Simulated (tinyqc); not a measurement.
Time-dependent dielectric breakdown: cell percolation, Weibull statistics, area scaling and voltage extrapolation: one step, computed by the program tinyqc.

The oxide is divided into columns of area a^2, each holding m = t_ox/a cells (m is taken as continuous). A share lambda(t) = (t/t_1)^alpha of the cells is defective, and a column whose cells are all defective breaks down.

Problem. Projection to use conditions. All three voltage laws share the slope n at the stress voltage. Factor t(V_u)/t(V): E law exp(n (1 - V_u/V)); 1/E law exp(n (V/V_u - 1)); power law (V/V_u)^n. Temperatures in kelvin are T(C) + 273.15. Temperature factor exp[(E_a/k_B)(1/T_u - 1/T)]; area factor (A/A_u)^(1/beta); percentile factor (-ln(1 - F))^(1/beta); life = t63 x all four; 1 year = 3.15576e7 s.

Inputs (values chosen for the exercise, for a model gate oxide):
```
quantity                                                  value  unit
test area A                                                  50  um^2
product area A_u                                          6e+06  um^2
stress voltage V                                           7.94     V
use voltage V_u                                             5.5     V
local exponent n = -d ln t/d ln V at the stress voltage      47     -
activation energy E_a                                      0.63    eV
stress temperature T                                        125     C
use temperature T_u                                         100     C
allowed failure fraction F                               0.0001     -
```

Voltage law used: power.

Weibull slope beta = 1.823636

characteristic life t63 = 2531.694 s

Constants: k_B = 8.617333262e-05 eV/K.

Give: voltage factor; temperature factor; area factor; percentile factor; projected life.

Solution.

voltage factor = 3.1226e+07

temperature factor = 3.4219

area factor = 0.0016399

percentile factor = 0.0064061

projected life = 0.090052 years

Area and percentile together cost 5.0 decades, voltage and temperature return 8.0; a ten-year target is missed. Caution: t_1 is an input here; in a real oxide it changes with thickness at fixed voltage.
